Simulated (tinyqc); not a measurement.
# Changing the frequency f

Model: longitudinal sound in a periodic multilayer: transfer matrices, stop bands and folded phonons. Computed by tinyqc, a small Python program. Command: `OMP_NUM_THREADS=1 python tinyqc.py 3005111 3005112 out.jsonl multilayer sweep`. One thread of a shared host (Intel(R) Xeon(R) Processor @ 2.30GHz), about 0.01 s of CPU time with the checks.

Layers 1 and 2 repeat with period d = d_1 + d_2; waves travel normal to the layers, without loss. State vector (u, s): displacement u and stress divided by omega. Impedances Z = rho v are in 1e6 kg/(m^2 s).

Inputs (values chosen for the exercise, modelled on copper (layer 1), tantalum (layer 2) and gallium arsenide (substrate)): density rho_1 = 8.83 g/cm^3; velocity v_1 = 4710 m/s; thickness d_1 = 192 nm; density rho_2 = 16.6 g/cm^3; velocity v_2 = 4160 m/s; thickness d_2 = 154 nm; substrate density = 5.31 g/cm^3; substrate velocity = 4760 m/s; periods N = 8.

Method:
- Z = rho v; interface reflection r = (Z_2 - Z_1)/(Z_2 + Z_1) (stress amplitude, from 1 into 2); Bragg frequency f_B = 1/[2 (d_1/v_1 + d_2/v_2)]; long-wave velocity v_eff = d/sqrt[(d_1/v_1)^2 + (d_2/v_2)^2 + (Z_1/Z_2 + Z_2/Z_1)(d_1/v_1)(d_2/v_2)].
- A layer maps (u, s) by [[cos p, sin p/Z], [-Z sin p, cos p]], p = 2 pi f d_i/v_i; one period is M = M_2 M_1, and cos(q d) = trace(M)/2.
- For N periods A = M^N. A wave comes from a thick layer of material 1 and leaves into the substrate (Z_s): transmitted power T = 4 Z_1 Z_s/|Z_1 A_22 + Z_s A_11 - i (Z_1 Z_s A_12 - A_21)|^2, reflected power R = 1 - T.

One run for each value:
```
frequency f (GHz)  trace(M)/2  transmitted power T  T in decibel (dB)
1.29                    0.795            8.065e-01         -9.341e-01
2.37                    0.362            9.477e-01         -2.334e-01
3.46                   -0.193            7.311e-01         -1.360e+00
4.55                   -0.713            9.560e-01         -1.955e-01
5.64                   -1.053            6.241e-03         -2.205e+01
6.72                   -1.120            9.504e-04         -3.022e+01
7.81                   -0.896            5.578e-01         -2.535e+00
8.90                   -0.442            9.092e-01         -4.135e-01
9.99                    0.116            7.446e-01         -1.281e+00
11.10                   0.633            8.266e-01         -8.268e-01
12.20                   0.948            8.158e-01         -8.839e-01
13.30                   0.978            9.831e-01         -7.411e-02
14.30                   0.749            9.097e-01         -4.112e-01
15.40                   0.281            9.046e-01         -4.356e-01
```

What does the table show, and why?

Over the rows, trace(M)/2 lies between -1.12 and 0.978 without a single trend. Rows with |trace/2| > 1 lie in stop bands: 2 of 14; the smallest T, 9.5e-4, falls at 6.72 GHz.

Extremes, crossings and ranges named in words are read from the listed rows.
